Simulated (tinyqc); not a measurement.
CID on RHF in the 3-21g basis, for H-, spin multiplicity 1, step by step. The basis has no diffuse functions, so it cannot describe the extra electron: this is an exercise in the method, not the real anion. One step of it, computed by the program tinyqc.

Task: CID: determinants and Hamiltonian. Slater-Condon rules over spin orbitals, with the nuclear repulsion added and E(HF) subtracted on the diagonal. Only determinants linked to the reference directly or through others are kept (one block of an abelian symmetry group), so some states are absent.

one-electron integrals over orbitals h = C^T H C (hartree):
$$\begin{pmatrix}
-0.477790 & -0.139972 \\
-0.139972 & 0.568075
\end{pmatrix}$$

Two-electron integrals over orbitals (pq|rs), unique and non-zero (hartree):
```
(11|11) 0.555159   (21|11) 0.139972   (21|21) 0.137755   (22|11) 0.620272
(22|21) 0.250869   (22|22) 0.823223
```

nuclear repulsion = 0 hartree

Hartree-Fock energy = -0.40042020 hartree

Give: determinants; H - E(HF) between determinants.

Result:

Occupation strings over the orbitals (2 doubly, a alpha, b beta, 0 empty; spin orbitals ordered 1a 1b 2a 2b ...): 20 02

H - E(HF) between determinants (hartree), order 20, 02:
$$\begin{pmatrix}
0.0000 & 0.1378 \\
0.1378 & 2.3598
\end{pmatrix}$$
